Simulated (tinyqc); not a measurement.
From one set of inputs to another, one input at a time: implant damage, amorphisation by cascade overlap, and solid-phase epitaxial regrowth. Computed by tinyqc, a small Python program. Command: `OMP_NUM_THREADS=1 python tinyqc.py 3111332 3111333 out.jsonl sper ladder`. One thread of a shared host (Intel(R) Xeon(R) Processor @ 2.30GHz), about 0.04 s of CPU time with the checks.

Range and width of the damage are inputs. Dynamic annealing enters only through the surviving share f.

The inputs printed are set A. Set A is modelled on arsenic ions in germanium; the values taken over come from a set modelled on germanium ions in silicon. Inputs not listed in the table keep their values of set A, so the rows need not describe a real material.

Inputs (values chosen for the exercise, modelled on arsenic ions in germanium):
```
quantity                           value    unit
atomic density N                    44.2  1/nm^3
ion Z1                                33       -
ion mass M1                         74.9       u
target Z2                             32       -
target mass M2                     72.63       u
ion energy E                          18     keV
displacement energy E_d               14      eV
depth of the damage peak R_d         8.3      nm
width of the damage profile s_d        5      nm
share of defects that survive f     0.48       -
critical displaced share x_c        0.18       -
dose Q                           1.1e+14  1/cm^2
regrowth prefactor v0            3.2e+16    nm/s
regrowth energy E_a                 2.16      eV
anneal temperature                   517       C
rate relative to (100)              0.33       -
peak enhancement by the dopant       7.9       -
ramp rate                            1.4     K/s
```

Constants: a_0 = 0.529177210903 angstrom; e^2/(4 pi eps_0) = 14.39964548 eV angstrom; k_B = 8.617333262e-05 eV/K.

Method:
- Robinson partition: eps = E a M2/(Z1 Z2 (e^2/(4 pi eps_0)) (M1 + M2)), a = 0.8853 a_0/sqrt(Z1^(2/3) + Z2^(2/3)); k = 0.0793 Z1^(2/3) Z2^(1/2) (M1 + M2)^(3/2)/((Z1^(2/3) + Z2^(2/3))^(3/4) M1^(3/2) M2^(1/2)); damage energy T_d = E/(1 + k (eps + 0.40244 eps^(3/4) + 3.4008 eps^(1/6))); displacements nu = 0.8 T_d/(2 E_d).
- Displaced share x(z) = f nu Q exp(-(z - R_d)^2/(2 s_d^2))/(sqrt(2 pi) s_d N); the layer is amorphous where x > x_c, between R_d -/+ s_d sqrt(2 ln(x_max/x_c)), the upper edge being cut at the surface. Threshold dose Q_c = Q x_c/x_max.
- v = v0 x orientation factor x exp(-E_a/(k_B T)) x [1 + (enhancement - 1) exp(-(z - R_d)^2/(2 s_d^2))], T = anneal temperature + 273.15 K; the dopant is taken to follow the damage profile; the lower front moves from the lower edge z2 to the surface, or to the middle (z1 + z2)/2 of a buried layer with upper edge z1; time = int dz/v; the equivalent undoped distance is that time times the undoped velocity.
- On a linear ramp from 200 C regrowth ends at the T_f where int v_undoped dT/(ramp rate) equals the equivalent undoped distance.

Each row keeps all changes above it:
```
input moved                                                         from             to  lower edge (nm)  time with enhancement (s)  temperature at which regrowth ends (C)
set A                                                                  -              -           14.224                 5.2633e-03                                  363.55
ion energy E (keV)                                                    18             13           12.731                 3.5757e-03                                  357.65
width of the damage profile s_d (nm)                                   5            5.1           12.705                 3.5325e-03                                  357.46
dose Q (1/cm^2)                                                  1.1e+14        1.6e+15           20.897                 3.1279e-02                                  392.22
depth of the damage peak R_d (nm)                                    8.3            9.3           21.897                 3.3499e-02                                  393.37
displacement energy E_d (eV)                                          14             15           21.753                 3.2892e-02                                  393.06
critical displaced share x_c                                        0.18           0.13           22.415                 3.5782e-02                                  394.48
regrowth energy E_a (eV) and regrowth prefactor v0 (nm/s)  2.16, 3.2e+16  2.72, 6.4e+15           22.415                 6.6751e+02                                  597.96
```

Which inputs carry the difference?

Lower edge goes from 14.2 to 22.4, a factor 1.58 in all. The largest single move comes from dose Q (a factor 1.64), and ion energy E works against it (a factor 0.895). Time with enhancement goes from 0.00526 to 668, a factor 127000 in all. The largest single move comes from regrowth energy E_a with regrowth prefactor v0 (a factor 18700). Temperature at which regrowth ends goes from 364 to 598, a factor 1.64 in all. The largest single move comes from regrowth energy E_a with regrowth prefactor v0 (a factor 1.52). The single moves hold for this order of the switches; the total does not depend on the order.

Extremes, crossings and ranges named in words are read from the listed rows.
